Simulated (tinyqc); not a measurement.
Worked calculation: Pariser-Parr-Pople SCF with singles CI, for the molecule C=CC=C(F)C=C (SMILES; centres numbered as the heavy atoms are written). One step of it, computed by the program tinyqc.

Question. Iteration 3: orbitals and new P. Diagonalise F (the basis is taken as orthonormal) and form P = 2 sum c c over the lowest orbitals; 0.3 of the old P is kept.

F (eV), order 1C, 2C, 3C, 4C, 5F, 6C, 7C:
```
[[-5.556774, -5.584258, 0.165005, 0.625598, -0.320280, 0.019991, -0.233990],
 [-5.584258, -5.485593, -4.044754, -0.011124, 0.139074, 0.097895, -0.006934],
 [0.165005, -4.044754, -5.832365, -5.174179, 0.778901, -0.021652, 0.557397],
 [0.625598, -0.011124, -5.174179, -6.310845, -3.536154, -3.780020, 0.006415],
 [-0.320280, 0.139074, 0.778901, -3.536154, -14.369931, 0.116276, 0.266181],
 [0.019991, 0.097895, -0.021652, -3.780020, 0.116276, -5.882635, -5.716560],
 [-0.233990, -0.006934, 0.557397, 0.006415, 0.266181, -5.716560, -6.039416]]
```

pi electrons, sum of z_r less the charge = 8

P after iteration 2, order 1C, 2C, 3C, 4C, 5F, 6C, 7C:
```
[[1.054522, 0.883469, -0.064356, -0.344611, 0.190543, -0.014028, 0.203618],
 [0.883469, 0.998272, 0.457575, 0.004339, -0.056462, -0.053912, 0.004866],
 [-0.064356, 0.457575, 1.076907, 0.770162, -0.277640, 0.008445, -0.307049],
 [-0.344611, 0.004339, 0.770162, 1.025019, 0.352711, 0.384370, -0.002502],
 [0.190543, -0.056462, -0.277640, 0.352711, 1.841782, -0.041435, -0.108055],
 [-0.014028, -0.053912, 0.008445, 0.384370, -0.041435, 0.985730, 0.920196],
 [0.203618, 0.004866, -0.307049, -0.002502, -0.108055, 0.920196, 1.017770]]
```

Give: orbital energies; P after iteration 3.

Answer.

orbital energies (eV): [-16.1964, -13.2352, -12.1770, -9.3204, -1.8737, 0.7966, 2.5284]

P after iteration 3, order 1C, 2C, 3C, 4C, 5F, 6C, 7C:
```
[[1.0360, 0.8997, -0.0478, -0.3429, 0.1588, -0.0131, 0.1960],
 [0.8997, 0.9981, 0.4295, 0.0061, -0.0416, -0.0500, 0.0019],
 [-0.0478, 0.4295, 1.0638, 0.7987, -0.2581, 0.0126, -0.3140],
 [-0.3429, 0.0061, 0.7987, 1.0119, 0.3138, 0.3744, -0.0002],
 [0.1588, -0.0416, -0.2581, 0.3138, 1.8865, -0.0473, -0.0790],
 [-0.0131, -0.0500, 0.0126, 0.3744, -0.0473, 0.9882, 0.9243],
 [0.1960, 0.0019, -0.3140, -0.0002, -0.0790, 0.9243, 1.0155]]
```
